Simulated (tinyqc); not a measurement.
The three schemes as the step is halved: finite-difference solution of the diffusion equation on a small grid. Computed by tinyqc, a small Python program. Command: `OMP_NUM_THREADS=1 python tinyqc.py 3028331 3028332 out.jsonl fdiff walk`. One thread of a shared host (Intel(R) Xeon(R) Processor @ 2.30GHz), about 0.01 s of CPU time with the checks.

dC/dt = D d2C/dx2 on nodes x_j = j dx, j = 0..7; the far end is sealed.

Inputs (values chosen for the exercise): diffusivity D = 17 nm^2/s; grid spacing dx = 20 nm; time step dt = 3.5 s; final time t_f = 70 s; loss velocity h = 0.062 nm/s.

Boundary at x = 0: surface loss. Scheme: explicit.

start values C_j, j = 0, 1, ... (% of a reference): [6.08, 16.2, 64.6, 100, 54.4, 23, 9.76, 0]

Method:
- The operator M acts as (M C)_j = C_(j-1) - 2 C_j + C_(j+1); at the sealed far end a mirror node gives 2 C_(N-2) - 2 C_(N-1); at j = 0, the outward flux h C_0 gives 2 C_1 - (2 + 2 h dx/D) C_0.
- r = D dt/dx^2.
- The mode of M with eigenvalue mu has its amplitude multiplied per step by g = (1 + (1 - theta) r mu)/(1 - theta r mu), with theta = 0 explicit, 1 implicit, 1/2 Crank-Nicolson; the explicit scheme is stable for r up to 2/|mu_min|.
- With r = D dt/dx^2: (1 - theta r M) C(new) = (1 + (1 - theta) r M) C(old); theta = 0 explicit, 1 implicit, 1/2 Crank-Nicolson.
- Each run reaches t_f in n equal steps; errors are the largest difference from exp(M D t_f/dx^2) C(0). A dash marks unstable explicit runs.

largest stable r of the explicit scheme = 0.498450

Largest error at t_f (%):
```
steps n        r  explicit  implicit  Crank-Nicolson
4        0.74375         -    2.7175      3.0879e-01
8        0.37188    1.3797    1.3496      7.7138e-02
16       0.18594    0.6588    0.6707      1.9236e-02
32       0.09297    0.3311    0.3341      4.8057e-03
64       0.04648    0.1660    0.1667      1.2012e-03
128      0.02324    0.0831    0.0833      3.0028e-04
256      0.01162    0.0416    0.0416      7.5070e-05
```

What does the comparison show, and why?

From the last two rows, halving the step divides the error by 2.00 (explicit), 2.00 (implicit), 4.00 (Crank-Nicolson): a factor 2 marks first order in dt and 4 second order. The explicit scheme needs n of at least 6 to be stable; the other two are stable at any step.

Extremes, crossings and ranges named in words are read from the listed rows.
